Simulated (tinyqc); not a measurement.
## Mass and degeneracy from charge and saturation current

Inverse problem. At high drain voltage only states moving towards the drain are filled: I = gv (2 q^2/h) Vt ln(1 + exp eta) and n = (N0/2) F_(-1/2)(eta), N0 = gv sqrt(2 m kB T/pi)/hbar, F_(-1/2)(x) = (1/sqrt(pi)) int_0^infinity u^(-1/2)/(1 + exp(u - x)) du. Find eta and m.

Values chosen for this exercise: temperature T = 400 K; valley degeneracy gv = 1.

Constants: q = 1.602176634e-19 C, kB = 1.380649e-23 J/K, hbar = 1.054571817e-34 J s, h = 6.62607015e-34 J s, m0 = 9.1093837015e-31 kg, Vt = kB T/q. Results are converted to the units shown.

n = 1.5100487e6 cm^-1
I = 14.620037 uA

Answer. In one dimension the current holds no mass, so it gives eta directly; n then gives m.

eta = 5.47
m = 0.0470 m0

tinyqc, about 0.06 s, one thread, Intel Xeon 2.30GHz (shared host): `OMP_NUM_THREADS=1 python tinyqc.py 2400164 2400165 out.jsonl`
